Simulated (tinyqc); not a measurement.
# Capacitance measurement on a leaky thin oxide: effects of series resistance and leakage: what changes with what

The device is a capacitance C in parallel with a leakage conductance G, in series with Rs and Ls. An impedance meter reports either a parallel pair (Cp, Gp) from Y = 1/Z = Gp + i w Cp or a series pair (Cs, Rm) from Z = Rm + 1/(i w Cs); w = 2 pi f, dissipation D = Gp/(w |Cp|).

Values chosen for this exercise; values of the order met in thin-oxide MOS capacitors: relative permittivity of the gate insulator (close to silicon dioxide) eox = 3.9; insulator thickness tox = 2.9 nm; gate area A = 100 um^2; oxide-equivalent thickness added by the accumulation layer zc = 0.41 nm; oxide-equivalent thickness added by gate depletion zp = 0 nm; gate leakage current density, not matched to the thickness Jg = 1.1 A/cm^2; voltage for an e-fold rise of the leakage Vs = 0.22 V; series resistance Rs = 7.2 ohm; series inductance Ls = 0 nH; measuring frequency f = 50000 Hz.

Constants: eps0 = 8.8541878128e-14 F/cm where lengths are in cm. Results are converted to the units shown.

Each table varies one quantity; the others keep the values above.

## Readings against frequency

EOT = 3.9 tox/eox; CET = EOT + zc + zp; C = 3.9 eps0 A/CET; G = Jg A/Vs. Z = Rs + i w Ls + 1/(G + i w C); CET read from Cp = 3.9 eps0 A/Cp; errors under 0.001 % are printed as 0.

The same in every row: C (pF) = 1.043.

Result of one run:

| f (Hz) | Cp (pF) | Cs (pF) | D | error of Cp (%) | error of Cs (%) | CET read from Cp (nm) |
|---|---|---|---|---|---|---|
| 3e6 | 1.043 | 1.111 | 0.2544 | -7.20e-3 | 6.46 | 3.310 |

What becomes of these results when the measuring frequency f is changed from 3e6 to 1e5 Hz, all else the same?

Result of the changed run:

| f (Hz) | Cp (pF) | Cs (pF) | D | error of Cp (%) | error of Cs (%) | CET read from Cp (nm) |
|---|---|---|---|---|---|---|
| 1e5 | 1.043 | 61.74 | 7.628 | -7.20e-3 | 5820 | 3.310 |

The whole series:

| f (Hz) | Cp (pF) | Cs (pF) | D | error of Cp (%) | error of Cs (%) | CET read from Cp (nm) |
|---|---|---|---|---|---|---|
| 1000 | 1.043 | 6.070e5 | 762.8 | -7.20e-3 | 5.82e7 | 3.310 |
| 3000 | 1.043 | 6.745e4 | 254.3 | -7.20e-3 | 6.46e6 | 3.310 |
| 10000 | 1.043 | 6071 | 76.28 | -7.20e-3 | 5.82e5 | 3.310 |
| 30000 | 1.043 | 675.5 | 25.43 | -7.20e-3 | 6.46e4 | 3.310 |
| 1e5 | 1.043 | 61.74 | 7.628 | -7.20e-3 | 5820 | 3.310 |
| 3e5 | 1.043 | 7.788 | 2.543 | -7.20e-3 | 646 | 3.310 |
| 1e6 | 1.043 | 1.650 | 0.7629 | -7.20e-3 | 58.2 | 3.310 |
| 3e6 | 1.043 | 1.111 | 0.2544 | -7.20e-3 | 6.46 | 3.310 |
| 1e7 | 1.043 | 1.049 | 0.07675 | -7.22e-3 | 0.582 | 3.310 |
| 3e7 | 1.043 | 1.044 | 0.02684 | -7.40e-3 | 0.0646 | 3.310 |

D falls from 763 to 0.0268; without inductance its minimum lies at f = sqrt(G (1 + G Rs)/Rs)/(2 pi C) = 1.27e8 Hz. The error of Cp goes from -0.00720 to -0.00740 % and that of Cs from 5.82e7 to 0.0646 %; at low frequency Cp tends to C/(1 + G Rs)^2 and Cs grows as 1 + (G/(w C))^2. One of the two readings is within 2 % of C for f = 1000, 3000, 10000, 30000, 1e5, 3e5, 1e6, 3e6, 1e7, 3e7 Hz. For f = 1000, 3000, 10000, 30000, 1e5, 3e5 D exceeds 1, where the accuracy of real meters degrades in proportion to sqrt(1 + D^2).

## Effect of the series resistance

Same model as above.

The same in every row: C (pF) = 1.0432; Cs (pF) = 243.85.

Effect of the series resistance:

| Rs (ohm) | Cp (pF) | D | error of Cp (%) | error of Cs (%) | CET read from Cp (nm) |
|---|---|---|---|---|---|
| 1 | 1.0432 | 15.256 | 0 | 2.33e4 | 3.3100 |
| 3 | 1.0432 | 15.256 | -3.00e-3 | 2.33e4 | 3.3101 |
| 10 | 1.0431 | 15.257 | -1.00e-2 | 2.33e4 | 3.3103 |
| 30 | 1.0429 | 15.258 | -0.0300 | 2.33e4 | 3.3110 |
| 100 | 1.0422 | 15.263 | -0.0999 | 2.33e4 | 3.3133 |
| 300 | 1.0401 | 15.279 | -0.299 | 2.33e4 | 3.3199 |
| 1000 | 1.0329 | 15.332 | -0.993 | 2.33e4 | 3.3432 |
| 3000 | 1.0126 | 15.486 | -2.93 | 2.33e4 | 3.4100 |

What does the table show?

As Rs goes from 1 to 3000, the error of Cp goes from 0 to -2.93 %, that of Cs from 23300 to 23300 %, and D rises from 15.3 to 15.5. The CET read from Cp goes from 3.31 to 3.41 nm against the true 3.31 nm. Rs does not enter the imaginary part of Z, so Cs does not depend on it. In every row D exceeds 1, where the accuracy of real meters degrades in proportion to sqrt(1 + D^2).

Program tinyqc, `OMP_NUM_THREADS=1 python tinyqc.py 2022085 2022086 out.jsonl`; Intel Xeon 2.30GHz, shared host, one thread, about 0.01 s.
